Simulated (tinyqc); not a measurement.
Electron mobility in a silicon inversion layer, empirical terms and Matthiessen rule: two steps of the calculation.

Inversion layer of sheet density Ns on a uniformly doped body, under a high-permittivity gate with an interlayer. The mobility terms are empirical power laws with prefactors chosen for the exercise; adding their inverses (Matthiessen) is itself an approximation.

Inputs (values chosen for the exercise); material values close to those of silicon: temperature T = 300 K; band gap Eg = 1.11 eV; relative permittivity of the semiconductor eps_r = 11.7; conduction-band density of states at T Nc = 2.76e19 cm^-3; valence-band density of states at T Nv = 2.61e19 cm^-3; body doping Nb = 8.1e16 cm^-3; reverse body bias Vsb = 0 V; weight of the inversion charge in the effective field eta = 0.5; phonon-limited mobility at 1 MV/cm and 300 K Ap = 409 cm^2/(V s); roughness-limited mobility at 1 MV/cm As = 990 cm^2/(V s); exponent of the roughness term gs = 2; Coulomb prefactor Ac = 2600 cm^2/(V s); charge at the interface Nit = 2.2e11 cm^-2; remote-phonon mobility without interlayer Ar = 390 cm^2/(V s); interlayer thickness ti = 0.8 nm; decay length of remote phonons lr = 0.7 nm; inversion density Ns = 4.9e12 cm^-2; ratio W/L WL = 5; drain voltage Vd = 0.02 V; measured linear current I = 28.7 uA.

Constants: q = 1.602176634e-19 C, kB = 1.380649e-23 J/K, Vt = kB T/q, eps0 = 8.8541878128e-14 F/cm where lengths are in cm. Results are converted to the units shown.

Question 1. Depletion charge and effective field. ni = sqrt(Nc Nv) exp(-Eg/(2 Vt)), Eg in volts; Ndep = sqrt(2 eps0 eps_r Nb (2 Vt ln(Nb/ni) + Vsb)/q); E = q (Ndep + eta Ns)/(eps0 eps_r), in MV/cm.

Find: ni; Ndep; E.

Answer 1.

ni = 1.274e10 cm^-3
Ndep = 9.211e11 cm^-2
E = 0.5214 MV/cm

The depletion charge gives 27.3 % of the field.

Question 2. Inversion density for the measured current. I = (W/L) q Ns mu Vd. E = q (Ndep + eta Ns)/(eps0 eps_r) in MV/cm. With t = T/(300 K): muC = Ac (Ns/1e12 cm^-2) t/(Nb/1e17 cm^-3 + Nit/1e11 cm^-2), muP = Ap E^(-1/3) t^(-1.75), muS = As E^(-gs), muR = Ar exp(2 ti/lr)/t; 1/mu is the sum of the inverses. Ns(new) = I/((W/L) q mu Vd).

Ns at the start = 7.4e12 cm^-2
Ndep = 9.2108419e11 cm^-2

Wanted: E; mu; Ns after iteration 1.

Answer 2.

E = 0.7147 MV/cm
mu = 320.6 cm^2/(V s)
Ns after iteration 1 = 5.587e12 cm^-2

tinyqc, about 0.01 s, one thread, Intel Xeon 2.30GHz (shared host): `OMP_NUM_THREADS=1 python tinyqc.py 2510163 2510164 out.jsonl`
